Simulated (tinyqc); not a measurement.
Delta-doped layer in the Thomas-Fermi potential: one step. The Thomas-Fermi well. Five cases, with inputs chosen for the exercise.

Question. Give K, b, e F0, z0 and the depth b/z0^4.

All donors ionised in the plane z = 0, zero temperature, energies from the Fermi level EF of the Thomas-Fermi model, which lies at the bulk band edge; c = hbar^2/2m0, q = e^2/(4 pi eps0). Layer in a (001) plane: two valleys with m_z = ml, m_d = mt (unprimed) and four with m_z = mt, m_d = sqrt(ml mt) (primed); m3 = (ml mt^2)^(1/3), gv = 6. With n = (gv/3 pi^2)(m3 (-V)/c)^(3/2) and V'' = -(4 pi q/eps) n for z > 0, the solution is V = -b/(|z| + z0)^4 with sqrt(b) = 20/K, K = (4 pi q/eps)(gv/3 pi^2)(m3/c)^(3/2), and z0^5 = 4b/(e F0), e F0 = 2 pi q N/eps; 1e13/cm^2 = 1e-3/angstrom^2. Exchange and correlation are left out.

Constants: hbar^2/2m0 = 3.80998211 eV angstrom^2; e^2/(4 pi eps0) = 14.39964547 eV angstrom.

Case 1.

Values chosen (near those of a delta-doped layer in Si; the results hold for these values, not for the real material):
- ml = 0.909 m0 (longitudinal mass)
- mt = 0.192 m0 (transverse mass)
- eps = 11.4 (dielectric constant)
- N = 1.5 x 1e13/cm^2 (donor sheet density)

Case 2.

Values chosen (near those of a delta-doped layer in Si; the results hold for these values, not for the real material):
- ml = 0.897 m0 (longitudinal mass)
- mt = 0.192 m0 (transverse mass)
- eps = 11.8 (dielectric constant)
- N = 19 x 1e13/cm^2 (donor sheet density)

Case 3.

Values chosen (near those of a delta-doped layer in Si; the results hold for these values, not for the real material):
- ml = 0.941 m0 (longitudinal mass)
- mt = 0.192 m0 (transverse mass)
- eps = 11.7 (dielectric constant)
- N = 19 x 1e13/cm^2 (donor sheet density)

Case 4.

Values chosen (near those of a delta-doped layer in Si; the results hold for these values, not for the real material):
- ml = 0.896 m0 (longitudinal mass)
- mt = 0.188 m0 (transverse mass)
- eps = 11.7 (dielectric constant)
- N = 1.4 x 1e13/cm^2 (donor sheet density)

Case 5.

Values chosen (near those of a delta-doped layer in Si; the results hold for these values, not for the real material):
- ml = 0.937 m0 (longitudinal mass)
- mt = 0.184 m0 (transverse mass)
- eps = 11.8 (dielectric constant)
- N = 8.3 x 1e13/cm^2 (donor sheet density)

Give: K; b; e F0; z0; depth.

Answer.

Case 1.

K = 0.079175 eV^(-1/2) angstrom^-2
b = 63810 eV angstrom^4
e F0 = 0.011905 eV/angstrom
z0 = 29.26 angstrom
depth = 0.0871 eV

Half of the electrons lie within |z| < (2^(1/5) - 1) z0 = 4.4 angstrom. The mean donor spacing in the plane is 25.8 angstrom, against a Bohr radius 0.529177 eps/m3 = 18.7 angstrom: the spacing is not small against it, so the smeared sheet is a crude model.

Case 2.

K = 0.075984 eV^(-1/2) angstrom^-2
b = 69281 eV angstrom^4
e F0 = 0.14568 eV/angstrom
z0 = 18.02 angstrom
depth = 0.6564 eV

Half of the electrons lie within |z| < (2^(1/5) - 1) z0 = 2.7 angstrom. The mean donor spacing in the plane is 7.3 angstrom, against a Bohr radius 0.529177 eps/m3 = 19.5 angstrom: the orbits overlap many donors, so a smeared sheet is a fair model in the plane. Across the plane the Thomas-Fermi density is more peaked than that of the quantised subbands, the more so the fewer are filled.

Case 3.

K = 0.078491 eV^(-1/2) angstrom^-2
b = 64927 eV angstrom^4
e F0 = 0.14693 eV/angstrom
z0 = 17.76 angstrom
depth = 0.6524 eV

Half of the electrons lie within |z| < (2^(1/5) - 1) z0 = 2.6 angstrom. The mean donor spacing in the plane is 7.3 angstrom, against a Bohr radius 0.529177 eps/m3 = 19.0 angstrom: the orbits overlap many donors, so a smeared sheet is a fair model in the plane. Across the plane the Thomas-Fermi density is more peaked than that of the quantised subbands, the more so the fewer are filled.

Case 4.

K = 0.074995 eV^(-1/2) angstrom^-2
b = 71120 eV angstrom^4
e F0 = 0.010826 eV/angstrom
z0 = 30.47 angstrom
depth = 0.0825 eV

Half of the electrons lie within |z| < (2^(1/5) - 1) z0 = 4.5 angstrom. The mean donor spacing in the plane is 26.7 angstrom, against a Bohr radius 0.529177 eps/m3 = 19.6 angstrom: the spacing is not small against it, so the smeared sheet is a crude model.

Case 5.

K = 0.074424 eV^(-1/2) angstrom^-2
b = 72216 eV angstrom^4
e F0 = 0.063640 eV/angstrom
z0 = 21.45 angstrom
depth = 0.3412 eV

Half of the electrons lie within |z| < (2^(1/5) - 1) z0 = 3.2 angstrom. The mean donor spacing in the plane is 11.0 angstrom, against a Bohr radius 0.529177 eps/m3 = 19.7 angstrom: the orbits overlap many donors, so a smeared sheet is a fair model in the plane. Across the plane the Thomas-Fermi density is more peaked than that of the quantised subbands, the more so the fewer are filled.

Computed by tinyqc, one run a case: `OMP_NUM_THREADS=1 python tinyqc.py N N+1 out.jsonl` with N = 1250166, 1250273, 1251011, 1251152, 1251153; one thread of a shared Intel(R) Xeon(R) Processor @ 2.30GHz, about 0.2 s a run at most.
